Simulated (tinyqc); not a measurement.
# p-n diode with diffusion and depletion-layer recombination: currents and ideality against junction voltage

Abrupt junction in the depletion approximation, low injection, full ionisation, neutral widths fixed, ohmic contact on the p side. Vj is the junction voltage; where a series resistance Rs is given, V = Vj + J Rs is the terminal voltage.

ni = sqrt(Nc Nv) exp(-Eg/(2 Vt)), Eg in volts; D = mu Vt; Ln = sqrt(Dn tn), Lp = sqrt(Dp tp); J0n = q ni^2 Dn coth(wp/Ln)/(Ln Na); J0p = (q ni^2 Dp/(Lp Nd)) (s + tanh(wn/Lp))/(1 + s tanh(wn/Lp)), s = Sp Lp/Dp. J_diff = (J0n + J0p)(exp(Vj/Vt) - 1). Vbi = Vt ln(Na Nd/ni^2), W = sqrt(2 eps0 eps_r (Vbi - Vj)(1/Na + 1/Nd)/q), xp = W Nd/(Na + Nd), xn = W Na/(Na + Nd); u(x) = q Na (x + xp)^2/(2 eps0 eps_r) for x < 0 and Vbi - Vj - q Nd (xn - x)^2/(2 eps0 eps_r) for x > 0; p = Na exp(-u/Vt), n = Nd exp((u - Vbi + Vj)/Vt); U = ni^2 (exp(Vj/Vt) - 1)/(tp (n + ni exp(Et/Vt)) + tn (p + ni exp(-Et/Vt))); J_scr = q times the integral of U from -xp to xn. J = J_diff + J_scr. Ideality = (1/Vt) dVj/d ln J or (1/Vt) dV/d ln J; last column ni^2 exp(Vj/Vt)/N^2.

Parameters, values chosen for the exercise; band and dielectric values close to those of silicon:
- T = 325 K (temperature)
- Eg = 1.13 eV (band gap)
- eps_r = 11.5 (relative permittivity)
- Nc = 3.2e19 cm^-3 (conduction-band density of states at T)
- Nv = 2.94e19 cm^-3 (valence-band density of states at T)
- Na = 1.1e16 cm^-3 (acceptor density)
- Nd = 1.9e15 cm^-3 (donor density)
- mun = 1100 cm^2/(V s) (electron mobility in the p side)
- mup = 380 cm^2/(V s) (hole mobility in the n side)
- tn = 5e-9 s (electron lifetime)
- tp = 1e-8 s (hole lifetime)
- wp = 0.25 um (neutral width of the p side)
- wn = 73 um (neutral width of the n side)
- Sp = 1e7 cm/s (recombination velocity at the n contact)
- Rs = 0.0016 ohm cm^2 (series resistance)
- Et = 0 eV (trap level above the intrinsic level)

Constants: q = 1.602176634e-19 C, kB = 1.380649e-23 J/K, Vt = kB T/q, eps0 = 8.8541878128e-14 F/cm where lengths are in cm. Results are converted to the units shown.

Results:
columns A: Vj (V); B: J_diff (A/cm^2); C: J_scr (A/cm^2); D: J (A/cm^2); E: V (V); F: ideality against Vj; G: ideality against V; H: minority/doping, lighter side
```
A            B         C         D       E      F      G         H
0.16  1.765e-5  7.793e-5  9.558e-5  0.1600  1.567  1.567  2.367e-7
0.24  3.081e-4  3.740e-4  6.821e-4  0.2400  1.330  1.330  4.119e-6
0.28  0.001285  8.197e-4  0.002105  0.2800  1.212  1.212  1.718e-5
0.31  0.003752  0.001484  0.005235  0.3100  1.144  1.144  5.015e-5
0.35   0.01565  0.003305   0.01895  0.3500  1.082  1.083  2.092e-4
0.39   0.06528  0.007462   0.07274  0.3901  1.046  1.050  8.726e-4
0.43    0.2723   0.01711    0.2894  0.4305  1.025  1.042  0.003640
0.47     1.136   0.03976     1.176  0.4719  1.014  1.081   0.01518
```

Estimate the missing row, Vj = 0.2 V.

Computed row:
columns A: Vj (V); B: J_diff (A/cm^2); C: J_scr (A/cm^2); D: J (A/cm^2); E: V (V); F: ideality against Vj; G: ideality against V; H: minority/doping, lighter side
```
A           B         C         D       E      F      G         H
0.2  7.381e-5  1.711e-4  2.450e-4  0.2000  1.461  1.461  9.873e-7
```

With this row back in the table: The ideality against Vj falls from 1.57 to 1.01. Diffusion overtakes recombination in the layer between Vj = 0.24 and 0.28 V. J_scr alone has an ideality of 1.82 between the first two rows and 1.69 between the last two.

tinyqc, about 0.01 s, one thread, Intel Xeon 2.30GHz (shared host): `OMP_NUM_THREADS=1 python tinyqc.py 2260032 2260033 out.jsonl`
